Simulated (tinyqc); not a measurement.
Worked calculation: plane-wave Kohn-Sham cycle with exchange-only LDA in a layered model solid. One step of it, computed by the program tinyqc.

Problem. Iteration 2: potential. V_H(G) = 4 pi rho(G)/G^2 for G != 0 (uniform background); v_x = -(3 rho/pi)^(1/3); V = V_ext + V_H + v_x; Fourier components f(G_m) = (1/N) sum_j f(x_j) exp(-i G_m x_j).

A solid whose potential varies along x alone (atomic units):

| parameter | value |
|---|---|
| period a | 11.700000 |
| cross-section of the cell | 9.000000 |
| electrons per cell | 2 |
| grid points | 16 |
| plane waves -n..n, n | 2 |
| k points | 2 |
| V1 in V1 cos(2 pi x/a) | -0.320000 |

density after iteration 1 (e/bohr^3): 0.05456448  0.04818980  0.03333367  0.01855266  0.00925461  0.00531229  0.00415933  0.00391866  0.00388710  0.00391866  0.00415933  0.00531229  0.00925461  0.01855266  0.03333367  0.04818980

Give: Potentials on the grid; V(G_m), m = 0, 1, 2, ....

Solution.

Potentials on the grid (hartree):

| x | V_ext | V_H | v_x | V |
|---|---|---|---|---|
| 0.000 | -0.320 | 1.122 | -0.374 | 0.429 |
| 0.731 | -0.296 | 1.007 | -0.358 | 0.353 |
| 1.462 | -0.226 | 0.699 | -0.317 | 0.156 |
| 2.194 | -0.122 | 0.296 | -0.261 | -0.087 |
| 2.925 | 0 | -0.108 | -0.207 | -0.315 |
| 3.656 | 0.122 | -0.450 | -0.172 | -0.499 |
| 4.388 | 0.226 | -0.701 | -0.158 | -0.633 |
| 5.119 | 0.296 | -0.853 | -0.155 | -0.712 |
| 5.850 | 0.320 | -0.903 | -0.155 | -0.738 |
| 6.581 | 0.296 | -0.853 | -0.155 | -0.712 |
| 7.312 | 0.226 | -0.701 | -0.158 | -0.633 |
| 8.044 | 0.122 | -0.450 | -0.172 | -0.499 |
| 8.775 | 0 | -0.108 | -0.207 | -0.315 |
| 9.506 | -0.122 | 0.296 | -0.261 | -0.087 |
| 10.238 | -0.226 | 0.699 | -0.317 | 0.156 |
| 10.969 | -0.296 | 1.007 | -0.358 | 0.353 |

V(G_m), m = 0, 1, 2, ... (hartree): -0.237  0.285  0.040  0.007  0.001
